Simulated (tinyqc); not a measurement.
Six-transistor SRAM cell, nodal equations and margins: one step of the calculation.

Two cross-coupled inverters (pull-down bn, pull-up bp) hold the nodes Q and QB; access transistors (ba, threshold VTn, gate on the word line at Vdd when selected) join them to the bit lines. Transistor (EKV form, voltages against the body): I = 2 n b Vt^2 [F(vp - Vs) - F(vp - Vd)] from drain to source, F(v) = ln^2(1 + exp(v/(2 Vt))), vp = (Vg - VT + sg |Vd - Vs|)/n. n-channel bodies are at 0; for the p-channel device all voltages are counted down from Vdd. b in uA/V^2 gives I in uA. For an access transistor the bit line is the drain and the node the source. In a read both bit lines are at Vdd. The cell is symmetric (no mismatch).

Task. Read current and disturbance. Iread = Ia(bit line at Vdd, source Q); cell ratio bn/ba; time to pull a bit line of 20 fF down by 0.1 V at that current.

Values chosen for this exercise: temperature T = 400 K; supply voltage Vdd = 1 V; slope factor n = 1.1; drain-induced barrier lowering sg = 0.1; n-channel threshold VTn = 0.42 V; gain factor of the pull-down transistor bn = 620 uA/V^2; gain factor of the access transistor ba = 310 uA/V^2.

Constants: q = 1.602176634e-19 C, kB = 1.380649e-23 J/K, Vt = kB T/q. Results are converted to the units shown.

(Q, QB) (V): Q 0.12297128, QB 0.99988811

Wanted: Iread; cell ratio; time.

Result.

Iread = 39.96 uA
cell ratio = 2.000
time = 50.06 ps

Numbers from tinyqc (`OMP_NUM_THREADS=1 python tinyqc.py 2340152 2340153 out.jsonl`; about 0.2 s on one thread of a shared Intel Xeon 2.30GHz).
